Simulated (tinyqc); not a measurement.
# Thermal resistances of a two-die stack

Inverse problem. Heat leaves through the lower die only, and the system is linear. Find the resistance R1 from the lower die to the coolant, R2 between the dies, and the rise of the upper die when both are powered.

Inputs (values chosen for the exercise):

| symbol | value | unit | meaning |
|---|---|---|---|
| P1 | 32 | W | power of the lower die |
| P2 | 7.9 | W | power of the upper die |

rises of the lower and upper die with only the lower one powered (K): 9.28  9.28
rises of the lower and upper die with only the upper one powered (K): 2.291  5.846

Solution. With only the lower die powered no heat crosses R2, so both dies rise by P1 R1; the difference in the second test is P2 R2; rises add.

R1 = 0.290 K/W
R2 = 0.450 K/W
rise of the upper die = 15.1 K

tinyqc, about 0.02 s, one thread, Intel Xeon 2.30GHz (shared host): `OMP_NUM_THREADS=1 python tinyqc.py 2162063 2162064 out.jsonl`
